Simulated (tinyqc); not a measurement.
From results back to parameters: localisation in a chain with random site energies (transfer matrices). Four cases, with inputs chosen for the exercise.

Problem. In the localised range mean ln T = c - 2N/xi, xi being the localisation length in sites, and site energies spread evenly over a width W give xi = 24 (4t^2 - E^2)/W^2 for weak disorder. The two means come from a hidden xi.

Find: xi; W.

Method. The slope gives xi = 2 (N2 - N1)/(difference of the means), and W = sqrt(24 (4t^2 - E^2)/xi).

Case 1.

Values chosen:
- t = 0.75 eV (hopping)
- E = -1.15 eV (energy)
- N1 = 49 (first length)
- N2 = 216 (second length)

mean ln T: N1 -4.58441, N2 -19.62946

Solution.

xi = 22.2 sites
W = 1.00 eV

Case 2.

Values chosen:
- t = 1.82 eV (hopping)
- E = -2.39 eV (energy)
- N1 = 55 (first length)
- N2 = 191 (second length)

mean ln T: N1 -8.46068, N2 -28.91180

Solution.

xi = 13.3 sites
W = 3.69 eV

Case 3.

Values chosen:
- t = 1.39 eV (hopping)
- E = -1.47 eV (energy)
- N1 = 66 (first length)
- N2 = 240 (second length)

mean ln T: N1 -4.79725, N2 -15.91546

Solution.

xi = 31.3 sites
W = 2.07 eV

Case 4.

Values chosen:
- t = 1.14 eV (hopping)
- E = -0.48 eV (energy)
- N1 = 46 (first length)
- N2 = 279 (second length)

mean ln T: N1 -5.54714, N2 -32.17571

Solution.

xi = 17.5 sites
W = 2.61 eV

Computed by tinyqc, one run a case: `OMP_NUM_THREADS=1 python tinyqc.py N N+1 out.jsonl` with N = 1452606, 1452628, 1452634, 1452840; one thread of a shared Intel(R) Xeon(R) Processor @ 2.30GHz, about 0.06 s a run at most.
